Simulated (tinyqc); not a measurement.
Comparisons within one model: exciton in a hard-walled quantum well (variational). A value that a table varies takes the place of the one given here.

Electron and hole in the lowest states cos(pi z/L) of a hard-walled well; relative motion in the plane exp(-rho/lam). E(lam) = c/(mu lam^2) - (q/eps) <1/r>, <1/r> = integral over k from 0 to infinity of F(kL) (1 + (k lam/2)^2)^(-3/2), F(x) = [3x + 8 pi^2/x - 32 pi^4 (1 - exp(-x))/(x^2 (x^2 + 4 pi^2))]/(x^2 + 4 pi^2); c = hbar^2/2m0, q = e^2/(4 pi eps0). E is counted from the subband edge.

Constants: hbar^2/2m0 = 3.80998211 eV angstrom^2; e^2/(4 pi eps0) = 14.39964547 eV angstrom; Ry = 13.60569312 eV.

Values chosen for the exercise (near those of Ge at its direct gap; not measured data): xs = (0.055, 0.17, 0.72, 1.3, 4, 18, 50, 84) ((E - Eg)/Ry*); eps = 16 (dielectric constant); Ls = (42, 99, 191, 382, 490, 1062, 1547) angstrom (widths); me = 0.036 m0 (electron mass); mh = 0.12 m0 (hole mass); L = 434 angstrom (well width).

## Coulomb enhancement above the gap (Wannier exciton and Elliott formula)

Ry* = 1.4718 meV

With x = (E - Eg)/Ry* and y = pi/sqrt(x): S3 = y exp(y)/sinh(y), and S2 = exp(y)/cosh(y). Free-pair absorption goes as sqrt(x) in three dimensions and is constant in two.

Factors:

| x | E - Eg (meV) | sqrt(x) | S3 | S3 sqrt(x) | S2 |
|---|---|---|---|---|---|
| 0.055 | 0.08 | 0.235 | 26.792 | 6.283 | 2.000 |
| 0.17 | 0.25 | 0.412 | 15.239 | 6.283 | 2.000 |
| 0.72 | 1.06 | 0.849 | 7.409 | 6.287 | 1.999 |
| 1.3 | 1.91 | 1.140 | 5.533 | 6.309 | 1.992 |
| 4.0 | 5.89 | 2.000 | 3.283 | 6.567 | 1.917 |
| 18 | 26.49 | 4.243 | 1.917 | 8.133 | 1.629 |
| 50 | 73.59 | 7.071 | 1.509 | 10.672 | 1.417 |
| 84 | 123.63 | 9.165 | 1.382 | 12.663 | 1.330 |

In three dimensions the product tends to 2 pi = 6.283 at the edge (6.283 in the first row), so the square-root onset becomes a step. Even 124 meV above the gap the enhancement is 1.38; it decays only as 1 + pi/sqrt(x) = 1.34. In two dimensions it never exceeds 2 and has fallen to 1.33.

## Width of the well

mu = 0.027692 m0
a* = 305.747 angstrom

The minimum for each width. The strength per area goes as |phi(0)|^2 = 2/(pi lam^2), listed relative to the strict two-dimensional value.

Results:

| L (angstrom) | L/a* | lam (angstrom) | binding (meV) | in Ry* | strength |
|---|---|---|---|---|---|
| 42 | 0.14 | 179.1 | 4.97 | 3.375 | 0.729 |
| 99 | 0.32 | 204.6 | 4.26 | 2.893 | 0.558 |
| 191 | 0.62 | 236.4 | 3.57 | 2.425 | 0.418 |
| 382 | 1.25 | 286.8 | 2.79 | 1.895 | 0.284 |
| 490 | 1.60 | 310.3 | 2.51 | 1.709 | 0.243 |
| 1062 | 3.47 | 407.7 | 1.74 | 1.180 | 0.141 |
| 1547 | 5.06 | 471.8 | 1.42 | 0.962 | 0.105 |

The binding falls from 3.38 to 0.96 Ry*. It drops below the bulk value Ry* between 1062 and 1547 angstrom, which is a failure of the trial function: it has no correlation along z, so it cannot reach the bulk limit. Even at L = 0.14 a* only 84 % of the two-dimensional limit is reached. With finite barriers the binding would peak at some width and fall again as the carriers leak out.

## What each parameter does

1/mu = 1/me + 1/mh, Ry* = Ry mu/eps^2; the minimum over lam. Each row changes one parameter from the base and keeps the others.

Results:

| case | binding (meV) | lam (angstrom) | binding/Ry* |
|---|---|---|---|
| base | 2.65 | 298.4 | 1.799 |
| me = 0.0432 m0 | 2.87 | 271.9 | 1.697 |
| mh = 0.168 m0 | 2.75 | 284.9 | 1.748 |
| eps = 17.6 | 2.28 | 318.6 | 1.871 |
| L = 608 angstrom | 2.28 | 333.5 | 1.552 |

The largest shifts from the base row, up to three for each result and ties (the steps differ in size, so this ranks the rows, not the parameters). binding (meV): eps -0.37, L -0.36, me +0.22. lam (angstrom): L +35.1, me -26.5, eps +20.2. binding/Ry*: L -0.247, me -0.102, eps +0.072.

(tinyqc, `OMP_NUM_THREADS=1 python tinyqc.py 1282387 1282388 out.jsonl`, Intel(R) Xeon(R) Processor @ 2.30GHz, 1 thread, shared host, about 0.03 s.)
